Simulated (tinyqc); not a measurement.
Raising U: Hubbard chain of 3 sites, mean field against exact. Computed by the program tinyqc. Collinear unrestricted mean field (the lowest of 40 random starts) against exact diagonalisation.

one-body matrix (hopping and site energies) (eV):
```
         1        2        3
1   0.0000  -1.5000   0.0000
2  -1.5000   0.0000  -1.5000
3   0.0000  -1.5000   0.0000
```

electrons, up and down: 2  1

Exact and mean-field results (eV):
```
U            U/t    E exact  E mean field  mean |n_up - n_down|  double occupancy, exact  first gap in the sector
0.7500    0.5000  -3.796119     -3.778664                0.3672                   0.1884                   2.0169
1.5000    1.0000  -3.395314     -3.327584                0.4127                   0.1678                   1.8953
3.0000    2.0000  -2.730134     -2.500000                0.5556                   0.1286                   1.6321
4.5000    3.0000  -2.228024     -1.864218                0.7289                   0.0960                   1.3857
6.0000    4.0000  -1.854102     -1.447068                0.8375                   0.0715                   1.1799
9.0000    6.0000  -1.360100     -0.985322                0.9262                   0.0416                   0.8852
12.0000   8.0000  -1.061567     -0.743955                0.9584                   0.0263                   0.6976
18.0000  12.0000  -0.730129     -0.498240                0.9815                   0.0128                   0.4835
30.0000  20.0000  -0.445577     -0.299623                0.9933                   0.0049                   0.2963
```

What does the comparison show, and why?

In absolute terms mean field is worst at U/t = 4.0, 0.407 eV too high: at small U it is nearly exact, and at large U it misses only exchange-scale energies. Relative to the exact energy its error is 0.5 % at the smallest U, 33 % at most and 33 % at the largest. The double occupancy falls from 0.188 to 0.005; at the largest U the first gap is 0.99 times the exchange scale 4t^2/U.
